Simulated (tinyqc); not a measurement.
Short-channel transistor, virtual-source model with series resistance: one step of the calculation.

The current per gate width is the charge at the top of the source barrier (the virtual source) times its velocity times a saturation function; al and be are fitting constants of the model. Units: I in uA/um, Rs in ohm um, so I Rs = 1e-6 I Rs in volts; Q in uC/cm^2, so I = 1e-4 Q vx0 Fsat with vx0 in cm/s.

Problem. Current through the series resistance. Intrinsic voltages Vg' = Vgs - I Rs, Vd' = Vds - 2 I Rs. n = n0 + nd Vd', VT = VT0 - dl Vd', Ff = 1/(1 + exp((Vg' - VT + al Vt/2)/(al Vt))), Q = Cinv n Vt ln(1 + exp((Vg' - VT + al Vt Ff)/(n Vt))), Vdsat = (vx0 L/mu)(1 - Ff) + Vt Ff, Fsat = u/(1 + u^be)^(1/be) with u = Vd'/Vdsat, and I(out) = Q vx0 Fsat per width. (Fsat takes the sign of u.) I(new) = I + 0.3 (I(out) - I).

Inputs (values chosen for the exercise): temperature T = 300 K; inversion capacitance Cinv = 1.31 uF/cm^2; velocity at the virtual source vx0 = 7.04e6 cm/s; apparent mobility mu = 170 cm^2/(V s); channel length L = 45 nm; threshold at zero drain voltage VT0 = 0.32 V; drain-induced barrier lowering dl = 0.027 V/V; subthreshold factor n0 = 1.07; growth of n with drain voltage nd = 0 1/V; threshold shift (in units of Vt) from weak to strong inversion al = 3.5; sharpness of saturation be = 1.8; series resistance of each contact Rs = 200 ohm um; gate voltage Vgs = 0.9 V; drain voltage Vds = 0.9 V.

Constants: q = 1.602176634e-19 C, kB = 1.380649e-23 J/K, Vt = kB T/q. Results are converted to the units shown.

I at the start = 0 uA/um

Find: Vg'; Vd'; VT; Ff; Q; Vdsat; Fsat; I(out); I after iteration 1.

Solution.

Vg' = 0.90000 V
Vd' = 0.90000 V
VT = 0.29570 V
Ff = 7.6210e-4
Q = 0.79172 uC/cm^2
Vdsat = 0.18623 V
Fsat = 0.96882
I(out) = 539.99 uA/um
I after iteration 1 = 162.00 uA/um

tinyqc, about 0.01 s, one thread, Intel Xeon 2.30GHz (shared host): `OMP_NUM_THREADS=1 python tinyqc.py 2380108 2380109 out.jsonl`
